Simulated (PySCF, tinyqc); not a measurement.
Inside a calculation. Method: CID on RHF in the sto-3g basis, for H3+, spin multiplicity 1. The lowest restricted solution is unstable here: a spin-polarised one lies 0.0377 hartree lower (PySCF). One step of it, computed by the program tinyqc.

Task: CID: roots. Diagonalise (each vector has its largest component positive (the first on a tie)); all determinants have Ms = 0, so triplets appear too. The lowest singlet root is the correlation energy.

Occupation strings over the orbitals (2 doubly, a alpha, b beta, 0 empty; spin orbitals ordered 1a 1b 2a 2b ...): 200 020 002

H - E(HF) between determinants (hartree), order 200, 020, 002:
```
[[0.000000, 0.152715, 0.157289],
 [0.152715, 0.439197, 0.162517],
 [0.157289, 0.162517, 0.721098]]
```

Give: lowest roots of this matrix, relative to E(HF); lowest vectors; <S^2> of these roots; weight of the ground state by excitation level 0, 1, 2, ....

Result:

lowest roots of this matrix, relative to E(HF) (hartree): [-0.0624, 0.3764, 0.8463]

lowest vectors, order 200, 020, 002:
```
[[0.9589, 0.1518, 0.2399],
 [-0.2461, 0.8656, 0.4362],
 [-0.1414, -0.4773, 0.8673]]
```

<S^2> of these roots: [0.0000, 0.0000, 0.0000]

weight of the ground state by excitation level 0, 1, 2, ...: [0.9194, 0.0000, 0.0806]
